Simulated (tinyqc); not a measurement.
What each parameter does: nanosheet or nanowire with hard walls, valleys of the Ge type.

Four ellipsoidal valleys along <111>: inverse mass tensor w = 1/mt + (1/ml - 1/mt) a a^T with a the unit axis. Device axes: x along the channel, z = [001], y = z x x. The Gamma and Delta valleys are left out; the heavy Delta valleys, about 0.18 eV up, lie lowest once the L levels pass about 0.2 eV.

Hard walls around a W x H rectangle. The block w_c of w in (y, z) confines; the transport mass follows from 1/m_x = w_xx - w_xc w_c^-1 w_cx. The cross-section problem c (w_yy ky^2 + 2 w_yz ky kz + w_zz kz^2), c = hbar^2/2m0, is solved in products sin(n pi y/W) sin(l pi z/H), n, l = 1 to 12; if w_yz = 0 the levels are c pi^2 (w_yy n^2/W^2 + w_zz l^2/H^2). The w_yz term couples (n, l) to (n', l') by -2 c w_yz D_nn'(W) D_ll'(H) with D_nm(L) = 4 n m/(L (n^2 - m^2)) for n + m odd and 0 otherwise.

Without degeneracy the line density is N1 exp((EF - Ec)/kB T) with N1 = sum 2 g sqrt(m_x kB T/(4 pi c)) exp(-E/kB T), here over n, l up to 80 where w_yz = 0 and over all levels of a 12 x 12 sine basis otherwise; the classical value is W H Nc with Nc = 2 g_all (m_dos kB T/(4 pi c))^(3/2), m_dos = (ml mt^2)^(1/3); dVt = kB T ln(W H Nc/N1).

Constants: hbar^2/2m0 = 3.80998211 eV angstrom^2; kB = 8.617333262e-05 eV/K.

Parameters, chosen for this exercise (near those of Ge; shifted at random, so the results belong to these values and not to a real crystal):
```
symbol   value  unit      meaning
ml       1.606  m0        longitudinal mass
mt       0.083  m0        transverse mass
T        350    K         temperature
g_all    4                number of valleys
channel  110              transport direction x on a (001) wafer
W        105    angstrom  width, along y
H        74     angstrom  height, along z = [001]
```

E1 and E2 are the two lowest subband edges over all groups.

One parameter was then changed.

Results before and after:
```
case,E1 (eV),E2 - E1 (meV),m_x of lowest (m0),dVt (mV)
base,0.0617,14.7,0.083,64.9
changed,0.0602,10.7,0.083,61.3
```

Which of these changes was made? (a) mt = 0.075 m0; (b) T = 320 K; (c) ml = 1.767 m0; (d) H = 82 angstrom; (e) W = 120 angstrom.

Answer: (e) W = 120 angstrom. Of the candidates, run in turn, only this one gives the changed row.

All candidates:
```
case,E1 (eV),E2 - E1 (meV),m_x of lowest (m0),dVt (mV)
base,0.0617,14.7,0.083,64.9
W = 120 angstrom,0.0602,10.7,0.083,61.3
H = 82 angstrom,0.0515,15.3,0.083,57.5
T = 320 K,0.0617,14.7,0.083,64.2
ml = 1.767 m0,0.0612,13.7,0.083,64.7
mt = 0.075 m0,0.0677,15.1,0.075,70.7
```

Computed by tinyqc, a small Python program: `OMP_NUM_THREADS=1 python tinyqc.py 1282664 1282665 out.jsonl` (the numbers bound the seed that draws the inputs); one thread of a shared host (Intel(R) Xeon(R) Processor @ 2.30GHz), about 0.2 s for the whole set of steps.
